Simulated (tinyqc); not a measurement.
# Changing the binding energy E_b (positive for attraction)

Model: five-frequency model of solute diffusion by vacancies in an fcc metal. Computed by tinyqc, a small Python program. Command: `OMP_NUM_THREADS=1 python tinyqc.py 3019825 3019826 out.jsonl fivefreq sweep`. One thread of a shared host (Intel(R) Xeon(R) Processor @ 2.30GHz), about 0.01 s of CPU time with the checks.

A vacancy next to the solute exchanges with it (w2), jumps to one of 4 sites that also neighbour the solute (w1) or to one of 7 that do not (w3); w4 is the reverse of w3 and w0 the host jump.

Inputs (values chosen for the exercise, for a model solute in a host close to gold):
```
quantity                                 value      unit
barrier E0 (host jump)                   0.702        eV
barrier E1 (vacancy circles the solute)  0.617        eV
barrier E2 (exchange)                    0.731        eV
barrier E3 (dissociation)                 0.79        eV
vacancy formation energy E_f               0.9        eV
formation entropy S_f                      1.6       k_B
attempt frequency nu                       3.4       THz
lattice constant a                        4.08  angstrom
temperature T                              650         K
```

Constants: k_B = 8.617333262e-05 eV/K.

Method:
- w_i = nu exp(-E_i/(k_B T)); detailed balance gives E4 = E3 - E_b.
- Manning: with y = w4/w0, 7F = 7 - (10 y^4 + 180.5 y^3 + 927 y^2 + 1341 y)/(2 y^4 + 40.2 y^3 + 254 y^2 + 597 y + 436); f2 = (2 w1 + 7F w3)/(2 w2 + 2 w1 + 7F w3).
- The mean cosine between successive solute jumps follows from f2 = (1 + c)/(1 - c).
- c_v = exp(S_f - E_f/(k_B T)); host D0 = a^2 c_v w0 x 0.7815; solute D2 = a^2 c_v exp(E_b/(k_B T)) w2 f2; 1 angstrom^2 = 1e-16 cm^2.

One run for each value:
```
binding energy E_b (positive for attraction) (eV)  ratio D2/D0      7F  correlation factor f2   y = w4/w0
-0.150                                              4.7075e-02  6.9565                0.89866  1.4278e-02
-0.081                                              1.6132e-01  6.8543                0.89847  4.8939e-02
-0.012                                              5.5259e-01  6.5365                0.89790  1.6774e-01
0.056                                               1.8575e+00  5.7389                0.89643  5.6479e-01
0.130                                               6.9393e+00  4.2679                0.89360  2.1166e+00
0.190                                               2.0204e+01  3.1545                0.89136  6.1781e+00
0.260                                               7.0377e+01  2.4165                0.88981  2.1558e+01
0.330                                               2.4540e+02  2.1306                0.88921  7.5223e+01
0.400                                               8.5611e+02  2.0386                0.88901  2.6248e+02
```

Over the rows, ratio D2/D0 rises from 0.0471 to 856; 7F falls from 6.96 to 2.04; correlation factor f2 falls from 0.8987 to 0.8890. At fixed E3 stronger binding raises w4, so an escaped vacancy returns more often: 7F falls from 7 towards 2.
